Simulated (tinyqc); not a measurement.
Comparisons within one model: special k points of the fcc lattice. A value that a table varies takes the place of the one given here.

Lattice vectors in units of a: a1 = (0, 1/2, 1/2), a2 = (1/2, 0, 1/2), a3 = (1/2, 1/2, 0); reciprocal vectors b_i with a_i . b_j = 2 pi delta_ij. Mesh: k = sum_i f_i b_i with f_i = (2 j_i + shift)/(2 N), j_i = 0 .. N-1. The point group of the lattice has 48 operations; only those that map the mesh onto itself are used.

A_m(k) = sum over the m-th star of lattice vectors R of cos(k . R), stars in order of length: m = 1: |R|^2 = 0.5, 12 vectors, such as (1, 0, 0) in the basis a_i; m = 2: |R|^2 = 1, 6 vectors, such as (1, 1, -1) in the basis a_i; m = 3: |R|^2 = 1.5, 24 vectors, such as (2, 0, -1) in the basis a_i; m = 4: |R|^2 = 2, 12 vectors, such as (2, 0, 0) in the basis a_i; m = 5: |R|^2 = 2.5, 24 vectors, such as (2, 1, -1) in the basis a_i; m = 6: |R|^2 = 3, 8 vectors, such as (3, -1, -1) in the basis a_i. The zone mean of every A_m is zero.

Test function, the lower band of a two-band insulator: E(k) = -sqrt(D^2 + (e0 - t A_1(k))^2).

Parameters, chosen for this exercise: D = 2.89 eV (half gap term); t = 0.29 eV (coupling); e0 = 1.56 eV (offset); N = 3 (points along each reciprocal vector); shift = 0 (half steps).

## Mesh size and shift

Errors of the mean of E against the unshifted mesh with N = 24. The fifth column is |R|^2 of the shortest star with a non-zero mean.

Meshes:
```
mesh       points  irreducible  operations  |R|^2 missed  error (meV)
1 Gamma         1            1          48          0.50      -51.909
1 shifted       1            1          12          1.00      133.586
2 Gamma         8            3          48          2.00     -146.300
2 shifted       8            2          12          4.00       -3.206
3 Gamma        27            4          48          4.50        0.909
3 shifted      27            6          12          9.00        0.105
4 Gamma        64            8          48          8.00        0.399
4 shifted      64           10          12         16.00       -0.003
5 Gamma       125           10          48         12.50       -0.056
5 shifted     125           19          12           >16        0.000
6 Gamma       216           16          48           >16        0.001
6 shifted     216           28          12           >16        0.000
```

reference mean = -3.41774 eV

What does this show, and why?

The shifted mesh has the smaller error for 5 of 6 values of N and the larger for 1. The cheapest mesh within 1 meV is 3 Gamma, with 4 irreducible points. A mesh misses the lattice vectors N (n1 a1 + n2 a2 + ...); the half shift gives each the sign (-1)^(n1 + n2 + ...), so the 12 shortest ones add up to 0 in place of 12: they cancel. The shift lowers the symmetry; it leaves more irreducible points for N = 3, 4, 5 and 6; it leaves fewer irreducible points for N = 2.

## Gap and mesh density

D takes the values listed; errors against the unshifted mesh with N = 30, for unshifted meshes.

Errors (meV):
```
D (eV)  reference (eV)     N = 2   N = 4   N = 6   N = 8
0.2            -1.7160  -334.453  27.539  -1.236  -2.271
0.4            -1.7641  -317.282  19.940  -0.795  -1.014
0.8            -1.9218  -277.965   9.234  -0.118  -0.194
1.5            -2.3329  -218.604   2.547   0.016  -0.012
2.5            -3.0908  -161.998   0.614   0.003   0.000
4.0            -4.4016  -113.659   0.152   0.000   0.000
```

What does this show, and why?

The first listed N from which the error stays below 0.5 meV is none for D = 0.2, none for D = 0.4, 6 for D = 0.8, 6 for D = 1.5, 6 for D = 2.5, 4 for D = 4 eV. A larger D makes the function smoother, so its Fourier coefficients fall faster with |R|; single entries change sign along a column, so a small error on one coarse mesh can be a cancellation.

## One point for the whole zone

The mean-value (Baldereschi) point is taken at k = (2 pi/a) (0.6223, 0.2953, 0), that is f = (0.1477, 0.3111, 0.4588); the reference is the mesh with N = 24.

Single points:
```
point                     A_1     A_2     A_3     A_4   E (eV)
Gamma                  12.000   6.000  24.000  12.000  -3.4697
mean-value point        0.000   0.000  -4.405  -3.192  -3.2841
zone-face centre b1/2   0.000  -6.000   0.000  12.000  -3.2842
```

reference mean = -3.4177 eV

What can be read from the table?

The mean-value point makes A_1 and A_2 vanish. Its error is +134 meV, against -52 meV at Gamma and +134 meV at b1/2. E is not linear in A_1; its powers hold sums of nearest vectors and a non-zero mean, so this point is not exact. A_1 has the same value at b1/2, and E depends on A_1 alone, so this test cannot tell the two points apart. Gamma comes closer here only by chance, since none of its A_m vanish.

## What moves the zone average

Mean of E over the mesh, and its error against the unshifted mesh with N = 24. Each row changes one parameter from the base and keeps the others.

Results:
```
case          mean (eV)  error (meV)  irreducible points
base            -3.4168         0.91                   4
N = 4           -3.4173         0.40                   8
shift = 1       -3.4176         0.10                   6
D = 2.023 eV    -2.7096         2.00                   4
t = 0.377 eV    -3.5039         6.07                   4
```

How do the results move?

The largest shifts from the base row, up to three for each result and ties (the steps differ in size, so this ranks the rows, not the parameters). mean (eV): D +0.7073, t -0.0870, shift -0.0008. error (meV): t +5.16, D +1.09, shift -0.80. irreducible points: N +4, shift +2; unchanged at the printed digits by D and t.

Run: tinyqc, `OMP_NUM_THREADS=1 python tinyqc.py 1652355 1652356 out.jsonl`; Intel(R) Xeon(R) Processor @ 2.30GHz, one thread, shared host; about 0.2 s of CPU time with all checks.
